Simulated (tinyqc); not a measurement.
Inside a calculation. Model: size effects in the resistivity of thin metal films and interconnect lines. Computed by tinyqc, a small Python program that keeps every step. Command: `OMP_NUM_THREADS=1 python tinyqc.py 3000027 3000028 out.jsonl size walk`. One thread of a shared host (Intel(R) Xeon(R) Processor @ 2.30GHz), about 0.01 s of CPU time with the checks. Intermediate numbers are printed to about 7 digits and carried at full precision; extremes and crossings named in words are read from the listed rows.

Electrons lose their drift at surfaces (a share 1 - p of the hits) and at grain boundaries (reflection R), besides bulk scattering. The line sits in a trench with a non-conducting liner on both walls and the bottom; the spacing equals the drawn width.

Inputs (values chosen for the exercise, modelled on nickel):
```
quantity                                   value         unit
bulk resistivity rho_b                      6.66  microohm cm
bulk mean free path lambda                  5.63           nm
specularity p                                  0            -
grain-boundary reflection R                 0.31            -
drawn line width w                            24           nm
grain size over metal width                  1.2            -
aspect ratio (height over width)             1.8            -
liner thickness t                            1.2           nm
line length                                  1.3   micrometre
permittivity of the dielectric k             3.4            -
competitor: rho_b relative to this metal     4.2            -
competitor: lambda relative to this metal   0.35            -
competitor: liner relative to t             0.51            -
```

Geometry: line.

Constants: eps_0 = 8.8541878128e-12 F/m.

## Metal cross-section

Metal width w_m = w - 2t, height h_m = (aspect ratio) w - t, grain size D = (ratio) w_m.

metal width w_m = 21.6 nm

metal height h_m = 42 nm

grain size D = 25.92 nm

share of the trench filled by metal = 87.5 %

## Grain boundaries

Mayadas-Shatzkes: alpha = (lambda/D) R/(1 - R); rho_b/rho = 1 - 3 alpha/2 + 3 alpha^2 - 3 alpha^3 ln(1 + 1/alpha).

alpha = 0.09758566

rho/rho_b from grains = 1.142278

The linear estimate 1 + 3 alpha/2 gives 1.146, within 2 %.

## Surfaces

Fuchs-Sondheimer film: rho_b/rho = 1 - (3/(2 kappa))(1 - p) int_0^1 (s - s^3)(1 - exp(-kappa/s))/(1 - p exp(-kappa/s)) ds, f = rho/rho_b, kappa = thickness/lambda, 80 Gauss-Legendre points. Line: the excess of a film of thickness w_m and of a film of thickness h_m are added, rho/rho_b = 1 + (f(w_m) - 1) + (f(h_m) - 1), an estimate that holds best when both sides exceed lambda.

kappa = w_m/lambda = 3.836590

f(w_m) = 1.107973

f(h_m) = 1.052926

rho/rho_b from surfaces = 1.160900

## Resistance and delay

Total: rho = rho_b [1 + surface excess + grain excess]; resistance per length rho/(w_m h_m); capacitance per length C = 2 k eps_0 (aspect ratio + 1/2), a parallel-plate estimate for two neighbours plus a fixed term for the planes above and below; delay 0.38 R C L^2; effective resistivity per drawn area.

resistivity rho = 8.679166 microohm cm

resistance per length = 95.66981 ohm/micrometre

capacitance per length = 0.1384795 fF/micrometre

RC delay = 0.008508063 ps

effective resistivity per drawn area = 9.919046 microohm cm

Of the factor 1.49 over bulk, scattering gives 1.30 and the liner 1.14; within scattering, surfaces outweigh grain boundaries (0.14 against 0.16, grains first).

## A short-path metal as competitor

w_m = w - 2t, h_m = (aspect ratio) w - t, D = (ratio) w_m; rho = rho_b [1 + surface excess + grain excess]. Effective resistivity rho (aspect ratio) w^2/(w_m h_m) for the metal with its liner, for the same metal without liner, and for a competitor with its own rho_b, lambda and liner, and for that competitor with the liner t; p, R, aspect and grain ratios are the same.

Effective resistivity (microohm cm):
```
w (nm)  this metal  without liner  competitor  competitor, liner t
200        6.98423        6.87514    28.51212              28.7305
100        7.32413        7.09145    29.06421              29.5180
50         8.05563        7.52836    30.20580              31.1867
30         9.15283        8.12117    31.81029              33.6258
20        10.75421        8.87893    33.95975              37.0732
14        13.26237        9.87468    36.98491              42.2959
10        17.60127       11.22405    41.54391              51.0635
7         27.21040       13.26189    49.73744              69.9602
5         50.80949       15.96416    63.91894             115.0692
```

The competitor does not win at any width listed. In narrow lines rho scales as rho_b lambda/w, and the product rho_b lambda of the competitor is 1.47 times this metal's. At the narrowest width the liner costs this metal a factor 3.18. With the same liner the competitor wins nowhere in the table; at the narrowest width the thinner liner lowers it from 115 to 63.9. Rows with w - 2t below lambda stretch the additive estimate. Metal widths below about 5 nm are outside this semiclassical model.

Checks made by the program: grain-boundary formula against its angular integral 3 int_0^1 c^3/(c + alpha) dc (relative difference below 1e-10).
